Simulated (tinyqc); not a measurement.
RHF in the sto-3g basis, for BeH2, spin multiplicity 1, step by step. One step of it, computed by the program tinyqc.

Question. Iteration 2: building the Fock matrix. J_ij = sum D_kl (ij|kl), K_ij = sum D_kl (ik|jl); F = H + J - 0.5 K; E = tr D H + tr D J / 2 - 0.25 tr D K + E_nn.

D after iteration 1:
```
            1Be 1s     1Be 2s   1Be 2px    1Be 2py    1Be 2pz      2H 1s      3H 1s
1Be 1s    2.041482  -0.166881  0.000000  -0.004685  -0.006357  -0.183779  -0.182518
1Be 2s   -0.166881   0.718068  0.000000   0.010595   0.017805   0.505653   0.515935
1Be 2px   0.000000   0.000000  0.000000   0.000000   0.000000   0.000000   0.000000
1Be 2py  -0.004685   0.010595  0.000000   0.439633   0.000018   0.437466  -0.445632
1Be 2pz  -0.006357   0.017805  0.000000   0.000018   0.000444   0.012370   0.013117
2H 1s    -0.183779   0.505653  0.000000   0.437466   0.012370   0.778861  -0.078085
3H 1s    -0.182518   0.515935  0.000000  -0.445632   0.013117  -0.078085   0.840249
```

core Hamiltonian H = T + V (hartree):
```
            1Be 1s     1Be 2s    1Be 2px    1Be 2py    1Be 2pz      2H 1s      3H 1s
1Be 1s   -8.462717  -2.086826   0.000000  -0.000990  -0.000685  -0.238207  -0.196648
1Be 2s   -2.086826  -2.686981   0.000000  -0.007729  -0.006796  -0.776891  -0.693713
1Be 2px   0.000000   0.000000  -2.170941   0.000000   0.000000   0.000000   0.000000
1Be 2py  -0.000990  -0.007729   0.000000  -2.313977  -0.000240  -0.903495   0.823688
1Be 2pz  -0.000685  -0.006796   0.000000  -0.000240  -2.171102  -0.030642  -0.027987
2H 1s    -0.238207  -0.776891   0.000000  -0.903495  -0.030642  -1.833788  -0.019515
3H 1s    -0.196648  -0.693713   0.000000   0.823688  -0.027987  -0.019515  -1.776770
```

Two-electron integrals (ij|kl) in chemists' order, unique and non-zero (hartree):
```
(11|11) 2.298831    (21|11) 0.392036    (21|21) 0.079539    (22|11) 0.570988
(22|21) 0.143041    (22|22) 0.417683    (31|31) 0.014607    (32|31) 0.021888
(32|32) 0.092265    (33|11) 0.569578    (33|21) 0.143083    (33|22) 0.417589
(33|33) 0.449859    (41|41) 0.014607    (42|41) 0.021888    (42|42) 0.092265
(43|43) 0.024249    (44|11) 0.569578    (44|21) 0.143083    (44|22) 0.417589
(44|33) 0.401360    (44|44) 0.449859    (51|51) 0.014607    (52|51) 0.021888
(52|52) 0.092265    (53|53) 0.024249    (54|54) 0.024249    (55|11) 0.569578
(55|21) 0.143083    (55|22) 0.417589    (55|33) 0.401360    (55|44) 0.401360
(55|55) 0.449859    (61|11) 0.043501    (61|21) 0.008821    (61|22) 0.016008
(61|33) 0.015904    (61|41) 0.000783    (61|42) 0.001481    (61|44) 0.016223
(61|51) 0.000026    (61|52) 0.000050    (61|54) 0.000011    (61|55) 0.015904
(61|61) 0.001026    (62|11) 0.131979    (62|21) 0.033688    (62|22) 0.110882
(62|33) 0.106385    (62|41) 0.004334    (62|42) 0.029129    (62|44) 0.119754
(62|51) 0.000145    (62|52) 0.000974    (62|54) 0.000447    (62|55) 0.106400
(62|61) 0.004134    (62|62) 0.048650    (63|31) 0.002713    (63|32) 0.013549
(63|43) 0.004730    (63|53) 0.000158    (63|63) 0.003809    (64|11) 0.152273
(64|21) 0.039265    (64|22) 0.134979    (64|33) 0.127119    (64|41) 0.006876
(64|42) 0.044747    (64|44) 0.150540    (64|51) 0.000139    (64|52) 0.001044
(64|54) 0.000625    (64|55) 0.127134    (64|61) 0.004977    (64|62) 0.066506
(64|64) 0.092801    (65|11) 0.005093    (65|21) 0.001313    (65|22) 0.004515
(65|33) 0.004252    (65|41) 0.000139    (65|42) 0.001044    (65|44) 0.004719
(65|51) 0.002718    (65|52) 0.013584    (65|54) 0.004746    (65|55) 0.004569
(65|61) 0.000166    (65|62) 0.002225    (65|64) 0.002977    (65|65) 0.003908
(66|11) 0.304478    (66|21) 0.078937    (66|22) 0.292299    (66|33) 0.272354
(66|41) 0.010499    (66|42) 0.094976    (66|44) 0.331767    (66|51) 0.000351
(66|52) 0.003177    (66|54) 0.001987    (66|55) 0.272421    (66|61) 0.009796
(66|62) 0.171338    (66|64) 0.246058    (66|65) 0.008230    (66|66) 0.774606
(71|11) 0.035895    (71|21) 0.007280    (71|22) 0.013217    (71|33) 0.013132
(71|41) -0.000656   (71|42) -0.001238   (71|44) 0.013392    (71|51) 0.000022
(71|52) 0.000041    (71|54) -0.000009   (71|55) 0.013133    (71|61) 0.000772
(71|62) 0.002879    (71|64) 0.003268    (71|65) 0.000118    (71|66) 0.006737
(71|71) 0.000699    (72|11) 0.116418    (72|21) 0.029748    (72|22) 0.098811
(72|33) 0.094753    (72|41) -0.003805   (72|42) -0.026166   (72|44) 0.106815
(72|51) 0.000128    (72|52) 0.000877    (72|54) -0.000404   (72|55) 0.094767
(72|61) 0.003084    (72|62) 0.020043    (72|64) 0.022964    (72|65) 0.000914
(72|66) 0.051569    (72|71) 0.003016    (72|72) 0.039957    (73|31) 0.002300
(73|32) 0.011698    (73|43) -0.004174   (73|53) 0.000140    (73|63) 0.001080
(73|73) 0.002981    (74|11) -0.137058   (74|21) -0.035358   (74|22) -0.122441
(74|33) -0.115386   (74|41) 0.005994    (74|42) 0.040063    (74|44) -0.136403
(74|51) -0.000124   (74|52) -0.000951   (74|54) 0.000565    (74|55) -0.115400
(74|61) -0.003581   (74|62) -0.023526   (74|64) -0.026659   (74|65) -0.001058
(74|66) -0.060936   (74|71) -0.003692   (74|72) -0.055363   (74|74) 0.078089
(75|11) 0.004594    (75|21) 0.001185    (75|22) 0.004104    (75|33) 0.003867
(75|41) -0.000124   (75|42) -0.000951   (75|44) 0.004292    (75|51) 0.002305
(75|52) 0.011729    (75|54) -0.004188   (75|55) 0.004148    (75|61) 0.000129
(75|62) 0.000928    (75|64) 0.001051    (75|65) 0.001122    (75|66) 0.002419
(75|71) 0.000124    (75|72) 0.001856    (75|74) -0.002517   (75|75) 0.003066
(76|11) 0.003258    (76|21) 0.000806    (76|22) 0.002288    (76|33) 0.002266
(76|41) -4.07e-06   (76|42) -0.000024   (76|44) 0.002331    (76|51) 0.000008
(76|52) 0.000041    (76|54) -5.63e-07   (76|55) 0.002267    (76|61) 0.000090
(76|62) 0.000610    (76|64) 0.000746    (76|65) 0.000031    (76|66) 0.001622
(76|71) 0.000075    (76|72) 0.000560    (76|74) -0.000702   (76|75) 0.000029
(76|76) 0.000013    (77|11) 0.290255    (77|21) 0.075271    (77|22) 0.280924
(77|33) 0.262329    (77|41) -0.009587   (77|42) -0.089389   (77|44) 0.317664
(77|51) 0.000321    (77|52) 0.002996    (77|54) -0.001855   (77|55) 0.262391
(77|61) 0.007814    (77|62) 0.056013    (77|64) 0.064733    (77|65) 0.002583
(77|66) 0.148896    (77|71) 0.007686    (77|72) 0.153991    (77|74) -0.223464
(77|75) 0.007490    (77|76) 0.001622    (77|77) 0.774606
```

nuclear repulsion = 2.53129670 hartree

Give: Coulomb J; exchange K; Fock matrix F; total energy of this density.

Answer.

Coulomb J (hartree):
```
         1Be 1s  1Be 2s  1Be 2px  1Be 2py  1Be 2pz   2H 1s    3H 1s
1Be 1s   6.1835  1.1889   0.0000   0.0015   0.0018  0.1330   0.1095
1Be 2s   1.1889  2.4958   0.0000   0.0064   0.0123  0.7181   0.6434
1Be 2px  0.0000  0.0000   2.4327   0.0000   0.0000  0.0000   0.0000
1Be 2py  0.0015  0.0064   0.0000   2.6118   0.0001  0.9007  -0.8216
1Be 2pz  0.0018  0.0123   0.0000   0.0001   2.4329  0.0311   0.0284
2H 1s    0.1330  0.7181   0.0000   0.9007   0.0311  2.1716   0.0141
3H 1s    0.1095  0.6434   0.0000  -0.8216   0.0284  0.0141   2.1397
```

exchange K (hartree):
```
          1Be 1s  1Be 2s  1Be 2px  1Be 2py  1Be 2pz    2H 1s    3H 1s
1Be 1s    4.6156  0.8130   0.0000   0.0000  -0.0005   0.0918   0.0756
1Be 2s    0.8130  0.7632   0.0000   0.0219   0.0202   0.4689   0.4365
1Be 2px   0.0000  0.0000   0.1365   0.0000   0.0000   0.0000   0.0000
1Be 2py   0.0000  0.0219   0.0000   0.7638   0.0005   0.5491  -0.5183
1Be 2pz  -0.0005  0.0202   0.0000   0.0005   0.1372   0.0176   0.0167
2H 1s     0.0918  0.4689   0.0000   0.5491   0.0176   1.0661  -0.0076
3H 1s     0.0756  0.4365   0.0000  -0.5183   0.0167  -0.0076   1.0684
```

Fock matrix F (hartree):
```
          1Be 1s   1Be 2s  1Be 2px  1Be 2py  1Be 2pz    2H 1s    3H 1s
1Be 1s   -4.5870  -1.3045   0.0000   0.0005   0.0013  -0.1511  -0.1249
1Be 2s   -1.3045  -0.5728   0.0000  -0.0123  -0.0046  -0.2933  -0.2685
1Be 2px   0.0000   0.0000   0.1935   0.0000   0.0000   0.0000   0.0000
1Be 2py   0.0005  -0.0123   0.0000  -0.0841  -0.0004  -0.2773   0.2613
1Be 2pz   0.0013  -0.0046   0.0000  -0.0004   0.1932  -0.0083  -0.0079
2H 1s    -0.1511  -0.2933   0.0000  -0.2773  -0.0083  -0.1952  -0.0016
3H 1s    -0.1249  -0.2685   0.0000   0.2613  -0.0079  -0.0016  -0.1712
```

total energy of this density = -15.436782 hartree
